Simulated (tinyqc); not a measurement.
# Changing the liner thickness t

Model: size effects in the resistivity of thin metal films and interconnect lines. Computed by tinyqc, a small Python program. Command: `OMP_NUM_THREADS=1 python tinyqc.py 3017814 3017815 out.jsonl size sweep`. One thread of a shared host (Intel(R) Xeon(R) Processor @ 2.30GHz), about 0.01 s of CPU time with the checks.

Electrons lose their drift at surfaces (a share 1 - p of the hits) and at grain boundaries (reflection R), besides bulk scattering. The line sits in a trench with a non-conducting liner on both walls and the bottom; the spacing equals the drawn width.

Inputs (values chosen for the exercise, modelled on nickel):
```
quantity                          value         unit
bulk resistivity rho_b              7.1  microohm cm
bulk mean free path lambda         6.02           nm
specularity p                         0            -
grain-boundary reflection R         0.4            -
drawn line width w                  100           nm
grain size over metal width         1.6            -
aspect ratio (height over width)    1.7            -
line length                          12   micrometre
permittivity of the dielectric k    2.3            -
```

Geometry: line.

Constants: eps_0 = 8.8541878128e-12 F/m.

Method:
- Metal width w_m = w - 2t, height h_m = (aspect ratio) w - t, grain size D = (ratio) w_m.
- Mayadas-Shatzkes: alpha = (lambda/D) R/(1 - R); rho_b/rho = 1 - 3 alpha/2 + 3 alpha^2 - 3 alpha^3 ln(1 + 1/alpha).
- Fuchs-Sondheimer film: rho_b/rho = 1 - (3/(2 kappa))(1 - p) int_0^1 (s - s^3)(1 - exp(-kappa/s))/(1 - p exp(-kappa/s)) ds, f = rho/rho_b, kappa = thickness/lambda, 80 Gauss-Legendre points.
- Line: the excess of a film of thickness w_m and of a film of thickness h_m are added, rho/rho_b = 1 + (f(w_m) - 1) + (f(h_m) - 1), an estimate that holds best when both sides exceed lambda.
- Total: rho = rho_b [1 + surface excess + grain excess]; resistance per length rho/(w_m h_m); capacitance per length C = 2 k eps_0 (aspect ratio + 1/2), a parallel-plate estimate for two neighbours plus a fixed term for the planes above and below; delay 0.38 R C L^2; effective resistivity per drawn area.

One run for each value; columns: (1) liner thickness t (nm); (2) resistance per length (ohm/micrometre); (3) share of the trench filled by metal (%); (4) resistivity rho (microohm cm):
```
(1)      (2)     (3)     (4)
0.20  4.5091  99.483  7.6259
0.74  4.5761  98.091  7.6309
1.30  4.6474  96.655  7.6362
1.80  4.7125  95.379  7.6411
2.40  4.7928  93.856  7.6471
2.90  4.8614  92.593  7.6522
3.50  4.9459  91.085  7.6584
4.00  5.0182  89.835  7.6638
```

Describe and explain the trends.

Over the rows, resistance per length (ohm/micrometre) rises from 4.51 to 5.02 (exponent d ln y / d ln x 0.011 between the first rows and 0.11 between the last); share of the trench filled by metal (%) falls from 99.5 to 89.8 (exponent d ln y / d ln x -0.011 between the first rows and -0.10 between the last); resistivity rho (microohm cm) rises from 7.626 to 7.664 (exponent d ln y / d ln x 5.1e-4 between the first rows and 0.0052 between the last). A thicker liner costs twice: less area, and a narrower core with more surface and grain scattering.

Extremes, crossings and ranges named in words are read from the listed rows.
